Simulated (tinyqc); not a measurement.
# Changing the applied field E

Model: Landau-Devonshire theory of a uniaxial ferroelectric. Computed by tinyqc, a small Python program. Command: `OMP_NUM_THREADS=1 python tinyqc.py 3023145 3023146 out.jsonl ferro sweep`. One thread of a shared host (Intel(R) Xeon(R) Processor @ 2.30GHz), about 0.01 s of CPU time with the checks.

G(P) = (alpha/2) P^2 + (beta*/4) P^4 + (gamma/6) P^6 - E P per volume, SI units, one domain, P along the polar axis, which is normal to the film.

Inputs (values chosen for the exercise, for a model ferroelectric):
```
quantity                         value         unit
alpha_0                         223000  J m/(C^2 K)
Curie-Weiss temperature T0         860            K
beta                         -4.56e+08    J m^5/C^4
gamma                         1.89e+09    J m^9/C^6
temperature T                      756            K
misfit strain u_m              -0.0016            -
electrostriction Q12            -0.035      m^4/C^2
compliance s11 + s12           5.9e-12        m^2/N
start of Newton steps P0/Ps        1.3            -
```

Sample: epitaxial film.

Constants: eps_0 = 8.8541878128e-12 F/m.

Method:
- alpha = alpha_0 (T - T0*), with clamping: T0* = T0 + 4 Q12 u_m/(alpha_0 (s11 + s12)), beta* = beta + 4 Q12^2/(s11 + s12).
- Ps^2 = [-beta* + sqrt(beta*^2 - 4 alpha gamma)]/(2 gamma).
- chi = 1/(eps_0 G''), G'' = alpha + 3 beta* P^2 + 5 gamma P^4 at Ps. Ps, chi and the coercive field are for perfect screening, without a depolarising field. The intrinsic coercive field is |alpha P + beta* P^3 + gamma P^5| at the P_c where G'' = 0. 1 C/m^2 = 100 microcoulomb/cm^2.
- Solve G'(P) = alpha P + beta* P^3 + gamma P^5 - E = 0 by P(new) = P - G'/G'' from P0; stop when the step is below 1e-11 C/m^2 (G' under 1e-6 MV/m is shown as 0).

One run for each value:
```
applied field E (MV/m)  P at the end of the steps (microcoulomb/cm^2)  1/(eps_0 G'') there
1.0                                                            33.187               637.34
1.9                                                            33.680               601.14
3.8                                                            34.636               538.76
7.3                                                            36.169               456.22
14.0                                                           38.560               358.77
27.0                                                           42.055               260.74
53.0                                                           46.925               175.26
100.0                                                          52.760               114.80
200.0                                                          60.554                69.66
```

What does the table show?

Over the rows, P at the end of the steps (microcoulomb/cm^2) rises from 33.2 to 60.6 (exponent d ln y / d ln x 0.023 between the first rows and 0.20 between the last); 1/(eps_0 G'') there falls from 637 to 69.7 (exponent d ln y / d ln x -0.091 between the first rows and -0.72 between the last).
